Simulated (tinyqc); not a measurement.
# Single-junction solar cell, detailed-balance limit: effects of single changes

Every photon above the gap Eg makes one pair and none below is absorbed; carriers thermalise at T and move without loss. Jsc = q fs X Phi(Eg, Ts); the dark current is J0 = q ge Phi(Eg, T)/ERE with the Boltzmann factor exp(V/Vt). The efficiency is the electrical power over fs X sigma Ts^4.

Parameters, values chosen for the exercise: cell temperature T = 280 K; temperature of the black-body sun Ts = 5760 K; share of the hemisphere filled by the sun fs = 2.16e-5; concentration X = 10; external radiative efficiency ERE = 1; number of faces that emit ge = 1; band gap Eg = 2.27 eV.

Constants: q = 1.602176634e-19 C, kB = 1.380649e-23 J/K, h = 6.62607015e-34 J s, c = 299792458 m/s, Vt = kB T/q. Results are converted to the units shown.

Each table varies one quantity; the others keep the values above.

## Effect of the temperature of the black-body sun

Photon flux above E from a black body at temperature T into a hemisphere: Phi(E, T) = A sum_k exp(-k E/th)[E^2 th/k + 2 E th^2/k^2 + 2 th^3/k^3], k = 1, 2, ..., with th = kB T/q in eV and A = 2 pi q^3/(h^3 c^2). J(V) = Jsc - J0 (exp(V/Vt) - 1); Voc = Vt ln(1 + Jsc/J0); at maximum power v = Vmp/Vt solves (1 + v) exp(v) = 1 + Jsc/J0. Pin = fs X sigma Ts^4, sigma = 2 pi^5 kB^4/(15 h^3 c^2). FF = Vmp Jmp/(Voc Jsc).

Results:
```
Ts (K),Jsc (mA/cm^2),Voc (V),Eg/q - Voc (V),FF,efficiency (%)
3000,0.8778,1.917,0.3533,0.9330,1.582
3700,6.006,1.963,0.3069,0.9343,4.799
5100,64.85,2.020,0.2495,0.9358,14.80
5800,144.9,2.040,0.2301,0.9363,19.97
6500,279.0,2.056,0.2143,0.9367,24.57
7200,482.7,2.069,0.2011,0.9370,28.43
7900,771.4,2.080,0.1898,0.9373,31.53
```

Estimate the missing row, Ts = 4400 K.

Computed row:
```
Ts (K),Jsc (mA/cm^2),Voc (V),Eg/q - Voc (V),FF,efficiency (%)
4400,23.35,1.996,0.2742,0.9352,9.494
```

With this row back in the table: As Ts goes from 3000 to 7900 K, Jsc rises from 0.878 to 771 mA/cm^2, Voc rises from 1.92 to 2.08 V and the efficiency rises from 1.58 to 31.5 %.

## Effect of the external radiative efficiency

Same model as above.

FF = Vmp Jmp/(Voc Jsc).

The same in every row: Jsc (mA/cm^2) = 139.0.

Effect of the external radiative efficiency:
```
ERE,Voc (V),Eg/q - Voc (V),FF,efficiency (%)
1e-6,1.706,0.5645,0.9265,16.29
1e-5,1.761,0.5089,0.9283,16.86
0.0001,1.817,0.4534,0.9301,17.42
0.001,1.872,0.3978,0.9318,17.99
0.01,1.928,0.3423,0.9334,18.55
0.1,1.983,0.2867,0.9349,19.12
1,2.039,0.2311,0.9363,19.69
```

What does the comparison show?

As ERE goes from 1e-6 to 1, Jsc stays at 139 mA/cm^2, Voc rises from 1.71 to 2.04 V and the efficiency rises from 16.3 to 19.7 %. Each decade of ERE is worth 55.6 mV (Vt ln 10).

Program tinyqc, `OMP_NUM_THREADS=1 python tinyqc.py 2820130 2820131 out.jsonl`; Intel Xeon 2.30GHz, shared host, one thread, about 0.01 s.
